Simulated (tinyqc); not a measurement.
# Resistance of a tapered via with liner, size effect and interface: what changes with what

A round via whose diameter grows from db at the bottom as D(z) = db + 2 z/tan(ang). The fill, of diameter D - 2 tl, starts above the bottom liner (thickness fb tl) and has rho = rho0 (1 + ks lam/(D - 2 tl)); the sidewall liner conducts in parallel with it. The bottom liner and the interface are crossed over the full area pi db^2/4. Spreading in the lines above and below is left out.

Parameters, values chosen for the exercise; fill metal close to tungsten: diameter at the bottom db = 14 nm; height hv = 36 nm; sidewall angle ang = 89 degrees; bulk resistivity of the fill rho0 = 5.39 uohm cm; mean free path of the fill lam = 15.5 nm; size-effect factor ks = 1; liner on the sidewall tl = 2.8 nm; liner at the bottom over that on the sidewall fb = 1; resistivity of the liner rl = 310 uohm cm; interface resistivity at the bottom ri = 7.9e-13 ohm cm^2; ballistic conductance per area, about 3/(4 rho0 lam) Sb = 9.1e14 S/m^2; bulk resistivity of the second fill (close to cobalt) rho2 = 6.11 uohm cm; its mean free path lam2 = 11.6 nm; its liner tl2 = 0.8 nm.

Each table varies one quantity; the others keep the values above.

## Via resistance against the diameter at the bottom

Slices between z0 = fb tl and hv, evaluated at their midpoints: conductance per length pi/4 [(D - 2 tl)^2/rho + (D^2 - (D - 2 tl)^2)/rl], slice resistance = slice height over that. 2000 slices. R_fill = sum of the slices; R_bottom = rl fb tl/(pi db^2/4); R_interface = ri/(pi db^2/4); ballistic (Sharvin) limit 1/(Sb pi (db - 2 tl)^2/4); ideal cylinder rho0 hv/(pi db^2/4).

Via resistance against the diameter at the bottom:

| db (nm) | R_fill (ohm) | R_bottom (ohm) | R_interface (ohm) | R (ohm) | ballistic limit (ohm) | R over ideal cylinder | largest part |
|---|---|---|---|---|---|---|---|
| 8.3 | 718.69 | 160.43 | 1.4601 | 880.58 | 191.93 | 24.554 | fill |
| 11 | 190.11 | 91.337 | 0.83129 | 282.27 | 47.982 | 13.825 | fill |
| 16 | 42.484 | 43.171 | 0.39291 | 86.048 | 12.936 | 8.9162 | bottom liner |
| 22 | 14.560 | 22.834 | 0.20782 | 37.602 | 5.2021 | 7.3663 | bottom liner |
| 30 | 5.7859 | 12.280 | 0.11176 | 18.177 | 2.3501 | 6.6217 | bottom liner |
| 42 | 2.3323 | 6.2651 | 0.057021 | 8.6545 | 1.0560 | 6.1793 | bottom liner |
| 58 | 1.0399 | 3.2853 | 0.029901 | 4.3551 | 0.50957 | 5.9300 | bottom liner |
| 80 | 0.48613 | 1.7268 | 0.015717 | 2.2287 | 0.25277 | 5.7733 | bottom liner |

R falls from 881 to 2.23 ohm. The fill is the largest part at db = 8.3, the bottom liner from 16 on. R goes as db^(-4.04) between the first two rows and db^(-2.08) between the last two; area alone gives -2. For db = 80 the ballistic limit exceeds half of R_fill, so the diffusive model understates R.

## Via resistance against the sidewall angle

Same model as above.

2000 slices.

The same in every row: R_bottom (ohm) = 56.39; R_interface (ohm) = 0.5132; ballistic limit (ohm) = 19.83.

Result of one run:

| ang (degrees) | R_fill (ohm) | R (ohm) | R over ideal cylinder | largest part |
|---|---|---|---|---|
| 84 | 35.44 | 92.34 | 7.325 | bottom liner |

What becomes of these results when the sidewall angle ang is changed from 84 to 90 degrees, all else the same?

Result of the changed run:

| ang (degrees) | R_fill (ohm) | R (ohm) | R over ideal cylinder | largest part |
|---|---|---|---|---|
| 90 | 84.45 | 141.3 | 11.21 | fill |

The whole series:

| ang (degrees) | R_fill (ohm) | R (ohm) | R over ideal cylinder | largest part |
|---|---|---|---|---|
| 90 | 84.45 | 141.3 | 11.21 | fill |
| 89 | 70.00 | 126.9 | 10.07 | fill |
| 88 | 59.34 | 116.2 | 9.222 | fill |
| 87 | 51.20 | 108.1 | 8.576 | bottom liner |
| 86 | 44.81 | 101.7 | 8.069 | bottom liner |
| 84 | 35.44 | 92.34 | 7.325 | bottom liner |
| 82 | 28.94 | 85.84 | 6.810 | bottom liner |

R falls from 141 to 85.8 ohm. The fill is the largest part at ang = 90, the bottom liner from 87 on. The share of the two bottom terms goes from 40.3 to 66.3 %. For ang = 84, 82 the ballistic limit exceeds half of R_fill, so the diffusive model understates R.

## Two fill metals against the diameter

2000 slices. R_fill = sum of the slices; R_bottom = rl fb tl/(pi db^2/4); R_interface = ri/(pi db^2/4). The second fill has rho2, lam2 and tl2 in place of rho0, lam and tl.

Two fill metals against the diameter:

| db (nm) | R, first fill (ohm) | R, second fill (ohm) | ratio second/first |
|---|---|---|---|
| 8.5 | 794.1 | 165.7 | 0.2087 |
| 12 | 207.9 | 68.32 | 0.3285 |
| 17 | 72.83 | 29.52 | 0.4053 |
| 24 | 30.49 | 13.38 | 0.4390 |
| 35 | 12.88 | 5.821 | 0.4519 |
| 49 | 6.220 | 2.828 | 0.4546 |
| 70 | 2.940 | 1.335 | 0.4542 |
| 100 | 1.408 | 0.6375 | 0.4529 |

The ratio goes from 0.209 to 0.453. The second fill gives the lower R in every row.

tinyqc, about 0.01 s, one thread, Intel Xeon 2.30GHz (shared host): `OMP_NUM_THREADS=1 python tinyqc.py 2750115 2750116 out.jsonl`
